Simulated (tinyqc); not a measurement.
Gain spectrum: optical gain and spontaneous emission in a bulk direct-gap semiconductor.

Parabolic bands, vertical transitions, no excitons. For each hole band j: mr = me mj/(me + mj); joint density of states J_j(E) = (mr/c)^(3/2) sqrt(E - Eg)/(2 pi^2), both spins, c = hbar^2/2m0; averaged matrix element |e.p|^2 = m0 Ep/6; alpha_j(E) = 4 pi^2 alpha_f c Ep J_j/(3 nr E) in 1/angstrom (alpha_f the fine-structure constant, listed as alpha among the constants), times 1e8 for 1/cm.

F_j(eta) = (1/Gamma(j + 1)) integral_0^infinity x^j dx/(1 + exp(x - eta)), which tends to exp(eta) for eta << 0.

Quasi-Fermi levels: n = Nc F_1/2(Fc/kT) and p = Nv F_1/2(Fv/kT), Fc counted up from the conduction edge and Fv down from the valence edge; Nc, Nv from N = 2 (m kB T/(4 pi c))^(3/2) with c = hbar^2/2m0, in 1/angstrom^3; times 1e24 for 1/cm^3, with me and (mhh^(3/2) + mlh^(3/2))^(2/3).

For band j the electron sits at Ee = (E - Eg) mr/me above its edge and the hole at Eh = (E - Eg) mr/mj; fe = 1/(1 + exp((Ee - Fc)/kT)), fh = 1/(1 + exp((Eh - Fv)/kT)); gain g = sum_j alpha_j (fe + fh - 1).

Constants: hbar^2/2m0 = 3.80998211 eV angstrom^2; fine-structure constant alpha = 0.007297352564; kB = 8.617333262e-05 eV/K.

Values chosen for the exercise (near those of InGaAs; the results hold for these values, not for the real material): Eg = 0.76 eV (direct gap); me = 0.0426 m0 (electron mass); mhh = 0.46 m0 (heavy-hole mass); mlh = 0.051 m0 (light-hole mass); Ep = 23.9 eV (Kane energy); nr = 3.61 (refractive index); T = 250 K; n = 8.9e+17 1/cm^3 (injected density, n = p).

At the density n.

Spectrum:
```
E - Eg (eV)  alpha, empty (1/cm)  fe, heavy  fh, heavy  g (1/cm)
0.005                       1714      0.961      0.129       152
0.010                       2408      0.952      0.127       184
0.020                       3361      0.929      0.123       161
0.030                       4065      0.896      0.119        52
0.045                       4885      0.819      0.113      -285
0.060                       5538      0.706      0.107      -866
0.080                       6242      0.506      0.100     -2022
0.100                       6817      0.305      0.093     -3399
0.130                       7510      0.109      0.083     -5236
0.170                       8219      0.022      0.072     -6919
0.220                       8873      0.003      0.060     -8194
```

Fc + Fv = 0.0331 eV

g is positive below E - Eg = 0.0331 eV; the largest value listed is 184 1/cm at 0.010 eV. At 0.220 eV above the gap g is -0.92 times the absorption of the empty crystal, whose limit is -1.

Computed by tinyqc, a small Python program: `OMP_NUM_THREADS=1 python tinyqc.py 1680470 1680471 out.jsonl` (the numbers bound the seed that draws the inputs); one thread of a shared host (Intel(R) Xeon(R) Processor @ 2.30GHz), about 0.08 s for the whole set of steps.
